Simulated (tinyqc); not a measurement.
Hueckel theory of the pi electrons with the omega technique, for the molecule O=CC1=Cc2ccccc21 (SMILES; centres numbered as the heavy atoms are written), step by step. Computed by tinyqc, a small Python program that keeps every step. Settings: charge = 0, omega = 1.4, damping = 0. Command: `OMP_NUM_THREADS=1 python tinyqc.py 21654 21655 out.jsonl` (the two numbers bound the seeds that draw the settings). One thread of a shared host (Intel(R) Xeon(R) Processor @ 2.60GHz), about 0.02 s of CPU time with the checks.

Centres:
```
centre  z_r, pi electrons of the neutral centre       h
1O                                            1  0.9100
2C                                            1  0.0000
3C                                            1  0.0000
4C                                            1  0.0000
5C                                            1  0.0000
6C                                            1  0.0000
7C                                            1  0.0000
8C                                            1  0.0000
9C                                            1  0.0000
10C                                           1  0.0000
```

Bonds:
```
i    j       k
1    2  0.9500
2    3       1
3    4       1
4    5       1
5    6       1
6    7       1
7    8       1
8    9       1
9   10       1
10   3       1
10   5       1
```

Each round sets h_r = h_r(0) + omega (z_r - P_rr), keeping the share named as damping of the old diagonal; repeat until output and input diagonals agree to 1e-6.

Rounds:
```
round  sum n x  largest |h(out) - h(in)|
1      14.0380                  8.44e-01
2      13.8959                  1.24e+00
3      14.9135                  1.50e+00
4      14.6962                  1.84e+00
5      16.0038                  1.94e+00
6      15.4313                  1.99e+00
7      16.6876                  2.00e+00
8      15.9015                  2.01e+00
9      17.0518                  2.01e+00
10     16.1295                  2.02e+00
11     17.2051                  2.02e+00
12     16.2195                  2.03e+00
13     17.2615                  2.03e+00
14     16.2518                  2.03e+00
15     17.2812                  2.03e+00
16     16.2629                  2.03e+00
17     17.2879                  2.03e+00
18     16.2667                  2.03e+00
19     17.2902                  2.03e+00
20     16.2680                  2.03e+00
21     17.2910                  2.03e+00
22     16.2685                  2.03e+00
23     17.2912                  2.03e+00
24     16.2686                  2.03e+00
25     17.2913                  2.03e+00
26     16.2687                  2.03e+00
27     17.2914                  2.03e+00
28     16.2687                  2.03e+00
29     17.2914                  2.03e+00
30     16.2687                  2.03e+00
31     17.2914                  2.03e+00
32     16.2687                  2.03e+00
33     17.2914                  2.03e+00
34     16.2687                  2.03e+00
35     17.2914                  2.03e+00
36     16.2687                  2.03e+00
37     17.2914                  2.03e+00
38     16.2687                  2.03e+00
39     17.2914                  2.03e+00
40     16.2687                  2.03e+00
```

Can the last value be used, and what does the course show?

Not by the stop rule. Not converged within 40 rounds: the residual has stopped falling: the iteration swings between two states. Reruns: damping 0.5: converged in 36; damping 0.8: converged in 39.
